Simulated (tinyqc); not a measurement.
Global model of a low-pressure process discharge: electron temperature, density, ion flux and ion energy. Changing the height L. Computed by tinyqc, a small Python program. Command: `OMP_NUM_THREADS=1 python tinyqc.py 3113610 3113611 out.jsonl plasma sweep`. One thread of a shared host (Intel(R) Xeon(R) Processor @ 2.30GHz), about 0.01 s of CPU time with the checks.

Maxwellian electrons with temperature T_e in eV, one positive ion, no negative ions, uniform bulk density n; rate constants have the Arrhenius form.

Inputs (values chosen for the exercise, of the order of those of an inductive discharge in a simple atomic gas):
```
quantity                      value   unit
ion mass M                       40      u
ionisation prefactor K0     4.5e-14  m^3/s
ionisation energy E_iz         12.2     eV
excitation prefactor X0     1.2e-14  m^3/s
excitation energy E_ex         9.46     eV
elastic rate constant K_el    7e-14  m^3/s
ion-neutral cross section   7.9e-19    m^2
pressure p                      1.2     Pa
gas temperature T_g             500      K
radius R                         13     cm
absorbed power P                330      W
```

Constants: k_B = 1.380649e-23 J/K; e = 1.602176634e-19 C; u = 1.6605390666e-27 kg; m_0 = 9.1093837015e-31 kg.

Method:
- n_g = p/(k_B T_g); lambda_i = 1/(n_g sigma); h_L = 0.86/sqrt(3 + L/(2 lambda_i)), h_R = 0.8/sqrt(4 + R/lambda_i); A_eff = 2 pi R^2 h_L + 2 pi R L h_R; d_eff = pi R^2 L/A_eff.
- Particle balance: K0 exp(-E_iz/T_e) n_g d_eff = u_B, u_B = sqrt(e T_e/M).
- Root found by bracketing.
- E_c = E_iz + (X0 exp(-E_ex/T_e) E_ex + K_el (3 m_0/M) T_e)/K_iz; wall potential V_s = (T_e/2) ln(M/(2 pi m_0)); E_T = E_c + 2 T_e + T_e/2 + V_s; n = P/(e u_B A_eff E_T); ion current density J = e h_L n u_B; ionised share n/n_g.

One run for each value:
```
height L (cm)  T_e (eV)  ion current density J (mA/cm^2)  plasma density n (1/cm^3)  d_eff (cm)
2.0               2.895                            7.395                  4.247e+11        2.29
3.1               2.567                            7.388                  4.879e+11        3.69
4.7               2.323                            7.100                  5.432e+11        5.78
7.2               2.126                            6.468                  5.843e+11        9.00
11.0              1.975                            5.498                  5.938e+11       13.43
17.0              1.862                            4.248                  5.572e+11       18.96
26.0              1.787                            2.995                  4.782e+11       24.50
40.0              1.738                            1.917                  3.752e+11       29.31
```

Describe the trends.

Over the rows, T_e (eV) falls from 2.89 to 1.74 (exponent d ln y / d ln x -0.27 between the first rows and -0.065 between the last); ion current density J (mA/cm^2) falls from 7.39 to 1.92 (exponent d ln y / d ln x -0.0023 between the first rows and -1.0 between the last); plasma density n (1/cm^3) goes from 4.25e11 through a maximum among these rows, 5.94e11 at 11.0, to 3.75e11.

Extremes, crossings and ranges named in words are read from the listed rows.
